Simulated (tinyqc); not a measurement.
Inside a calculation. Model: surface photovoltage measurement of the minority-carrier diffusion length in a wafer. Computed by tinyqc, a small Python program that keeps every step. Command: `OMP_NUM_THREADS=1 python tinyqc.py 3130167 3130168 out.jsonl spv walk`. One thread of a shared host (Intel(R) Xeon(R) Processor @ 2.30GHz), about 0.01 s of CPU time with the checks. Intermediate numbers are printed to about 6 digits and carried at full precision; extremes and crossings named in words are read from the listed rows.

Low injection, steady light, a depletion layer much thinner than 1/alpha and L. The excess density dn is taken at the front edge of the neutral region; light that reaches the back is lost.

Inputs (values chosen for the exercise, modelled on p-type silicon at room temperature):
```
quantity                                              value               unit
diffusion length L                                      170         micrometre
wafer thickness W                                       300         micrometre
diffusivity D                                          24.4             cm^2/s
front recombination velocity S_f                      30000               cm/s
back recombination velocity S_b                        4100               cm/s
photon flux entering                                4.8e+12         1/(cm^2 s)
minority density at the surface barrier scale n_0   1.3e+10             1/cm^3
temperature T                                           298                  K
wavelength                                              824                 nm
relative noise of each reading                            0                  %
diffusion length after pair splitting over L           0.67                  -
iron factor C                                      1.01e+16  micrometre^2/cm^3
```

Constants: k_B = 8.617333262e-05 eV/K.

## One wavelength

alpha = (84.732/lambda - 76.417)^2 per cm with lambda in micrometre (an empirical fit for silicon between 0.7 and 1.05 micrometre). Thick wafer: dn = Phi L/((S_f + D/L)(L + 1/alpha)). Finite wafer, with s = S_b L/D, w = W/L, a = alpha L: dn = [Phi a/(a^2 - 1)] [a - B - exp(-alpha W)(a - s)/(cosh w + s sinh w)]/(S_f + B D/L), B = (sinh w + s cosh w)/(cosh w + s sinh w). Photovoltage V = (k_B T/e) ln(1 + dn/n_0). Lifetime = L^2/D.

alpha = 697.652 1/cm

penetration depth 1/alpha = 14.3338 micrometre

dn, thick wafer = 1.40821e+08 1/cm^3

B = 1.02864

dn, finite wafer = 1.40266e+08 1/cm^3

photovoltage V = 0.275592 mV

lifetime = 11.8443 microsecond

## The linear plot

normal deviates g for the noise: -1.11  -0.16  0.09  -1.52  -0.97  -1.57  0.25

Readings y = (Phi/dn) (1 + noise x g) at 780, 830, 880, 920, 950, 975 and 995 nm; a least-squares line y = c (1/alpha + L_app) gives L_app = intercept/slope.

Readings:
```
lambda (nm)  1/alpha (micrometre)  y (cm/s)  line (cm/s)
780                         9.636   33318.0      33093.9
830                        15.176   34382.8      34243.3
880                        25.330   36348.6      36350.0
920                        40.658   39359.6      39530.3
950                        61.278   43523.5      43808.8
975                        90.917   49760.8      49958.4
995                       130.888   58543.0      58251.6
```

slope = 207.484 cm/(s micrometre)

apparent length L_app = 149.865 micrometre

error of L_app (rounded to 0.001) = -11.844 %

Without noise the error would be -11.8 %, from the finite thickness at W/L = 1.8. S_f scales all readings alike and leaves L_app unchanged.

## Where the wafer is too thin

No noise; L is varied at fixed W, and the last two columns set S_b to 0 and to 1e7 cm/s.

Apparent length (micrometre):
```
L         W/L  given S_b  S_b = 0  S_b = 1e7
15    20.0000     15.000   15.000     15.000
30    10.0000     30.000   30.000     29.999
60     5.0000     59.913   60.124     59.704
90     3.3333     88.849   91.495     87.127
150    2.0000    137.323  163.544    127.750
240    1.2500    181.473  292.811    158.784
390    0.7692    212.383  510.881    177.594
630    0.4762    227.835  759.673    186.217
1200   0.2500    235.744  993.410    190.447
```

With a fast back surface L_app levels off, at 190 micrometre in the last row; with a passive one it reaches up to 1.31 times L among these rows and is 993 in the last. All three columns are within 5 % of L down to W/L = 3.3.

## Iron from two lengths

Splitting iron-boron pairs in boron-doped silicon shortens L; with nothing else changing, [Fe] = C (1/L_after^2 - 1/L^2). It is evaluated with the true lengths and with the apparent ones (without noise), which differ when the wafer is not thick against L.

L_after = 113.9 micrometre

[Fe] from the true lengths = 4.29046e+11 1/cm^3

[Fe] from the apparent lengths = 3.84691e+11 1/cm^3

bias, apparent over true less 1 (rounded to 0.001) = -10.338 %

Checks made by the program: dn against a finite-difference solution (relative difference 3e-06).
